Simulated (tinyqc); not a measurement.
Ferroelectric with a first-order transition, Landau-Devonshire energy: the upper branch of the loop.

One domain with free energy u = al P^2 + be P^4 + ga P^6 - E P, al = a0 (T - T0), be < 0 < ga (P in uC/cm^2, E in kV/cm, u in mJ/cm^3). Equilibrium: E = 2 al P + 4 be P^3 + 6 ga P^5; a state is stable against small changes where dE/dP > 0. The coercive field is that of uniform switching, which real films, switching by domains, do not reach.

Ps^2 = [-be + sqrt(be^2 - 3 al ga)]/(3 ga); Pc^2 = [-3 be + sqrt(9 be^2 - 15 al ga)]/(15 ga), Ec = -E(Pc); susceptibility chi = 1/(eps0 dE/dP). P is the largest root of E(P) = Ea.

Values chosen for this exercise: slope of the quadratic coefficient a0 = 0.012 kV cm/(uC K); Curie-Weiss temperature T0 = 600 K; quartic coefficient be = -0.0011 kV cm^5/uC^3; sixth-order coefficient ga = 1.7e-6 kV cm^9/uC^5; temperature T = 520 K.

Constants: eps0 = 8.8541878128e-14 F/cm where lengths are in cm. Results are converted to the units shown.

Results:
```
Ea (kV/cm)	P (uC/cm^2)	u (mJ/cm^3)	chi
-40	20.703	348.43	6305.7
-37	21.865	284.39	3296.3
-29	23.519	102.18	1769.6
-17	25.014	-189.65	1153.8
0	26.461	-627.90	815.94
21	27.775	-1198.0	618.88
41	28.769	-1763.8	511.30
170	32.824	-5765.1	262.31
```

Estimate the missing row, Ea = 83 kV/cm.

Computed row:
```
Ea (kV/cm)	P (uC/cm^2)	u (mJ/cm^3)	chi
83	30.405	-3008.1	383.31
```

With this row back in the table: P rises from 20.7 to 32.8 uC/cm^2, and chi falls from 6310 to 262. The branch ends at -Ec = -41.4 kV/cm, P = 19.0 uC/cm^2, where dE/dP vanishes and chi diverges; there P still has 72 % of Ps.

Program tinyqc, `OMP_NUM_THREADS=1 python tinyqc.py 2860146 2860147 out.jsonl`; Intel Xeon 2.30GHz, shared host, one thread, about 0.01 s.
